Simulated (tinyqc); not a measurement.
Elastic trap-assisted tunnelling through a dielectric: one step of the calculation.

Emitter at x = 0 (Fermi level 0), collector at x = t (Fermi level -V), band edge U(x) = phi - F x, F = V/t. A trap at x has the energy E = U(x) - Et. With G(u) = (4/(3 F)) sqrt(mo/C) max(u, 0)^1.5, C = hbar^2/(2 m0): S1 = G(phi - E) - G(Et), S2 = G(Et) - G(phi - V - E), T1,2 = exp(-S1,2). The steady rate through one trap is nu T1 T2 (f1 - f2)/(T1 + T2), f1 = f(E), f2 = f(E + V), f(y) = 1/(1 + exp(y/Vt)); both contacts offer states at E.

Problem. The best-placed trap against direct tunnelling. At x = xs: E, S1, S2 and the occupation (T1 f1 + T2 f2)/(T1 + T2). Direct tunnelling at E = 0 has S = (4/(3 F)) sqrt(mo/C) [phi^1.5 - max(phi - V, 0)^1.5].

Values chosen for this exercise; dielectric values close to those of hafnium oxide: temperature T = 300 K; barrier above the emitter Fermi level phi = 1.53 eV; tunnelling mass mo = 0.2 m0; thickness t = 6.7 nm; trap depth below the band edge of the dielectric Et = 1.25 eV; attempt frequency nu = 1e13 1/s; voltage V = 1.02 V.

Constants: q = 1.602176634e-19 C, kB = 1.380649e-23 J/K, hbar = 1.054571817e-34 J s, m0 = 9.1093837015e-31 kg, Vt = kB T/q, hbar^2/(2 m0) = 0.0380998212 eV nm^2. Results are converted to the units shown.

xs = 2.95 nm

Find: E; S1; S2; occupation; S of direct tunnelling.

Solution.

E = -0.1691 eV
S1 = 16.40
S2 = 16.81
occupation = 0.6014
S of direct tunnelling = 30.67

Range of the model: Phonon-assisted (inelastic) capture, chains of traps and a spread of trap depths are left out.

Numbers from tinyqc (`OMP_NUM_THREADS=1 python tinyqc.py 2370017 2370018 out.jsonl`; about 0.03 s on one thread of a shared Intel Xeon 2.30GHz).
